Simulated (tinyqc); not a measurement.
Donor or exciton in a quantum well (variational effective-mass method): one step, computed by the program tinyqc. Command: `OMP_NUM_THREADS=1 python tinyqc.py 3009966 3009967 out.jsonl welldonor walk`. One thread of a shared host (Intel(R) Xeon(R) Processor @ 2.30GHz), about 0.04 s of CPU time with the checks.

Electron and hole in their lowest subbands f(z) = cos(pi z/L); relative in-plane motion exp(-rho/lambda) (separable trial function), H = -nabla_rho^2 - 2/sqrt(rho^2 + (z_e - z_h)^2) in effective units. Mass and screening are the same in well and barrier; l = L/a* is the width in effective units. Bands are flat: no polarisation or applied field.

Task: Binding at the trial radius. k = pi/l; f = cos(k z) inside and zero outside. Binding E_b(lambda) = -1/lambda^2 + (8/lambda^2) int_0^l P(z) g(z) dz, with P(z) = (2/l) [(1 - z/l)(1 + cos(2 pi z/l)/2) + (3/(4 pi)) sin(2 pi z/l)] the distribution of |z_e - z_h| and g(z) = int_z^infinity exp(-2 sqrt(r^2 - z^2)/lambda) dr = int_0^infinity exp(-2 rho/lambda) rho/sqrt(rho^2 + z^2) d rho; 40 Gauss-Legendre points in z and 40 in t with rho = lambda t/(1 - t).

Inputs (values chosen for the exercise, modelled on GaN): electron mass m = 0.194 m_0; well width L = 4.3 nm; trial radius lambda = 0.48 a*.

Centre: exciton. Barriers: infinite.

l = 1.130114

Give: int P dz; int P g dz; E_b(lambda).

Result:

int P dz = 1

int P g dz = 0.14437 a*

E_b(lambda) = 0.67274 Ry*

Caution: so narrow a well has large confinement energy, where non-parabolicity and barrier penetration matter.
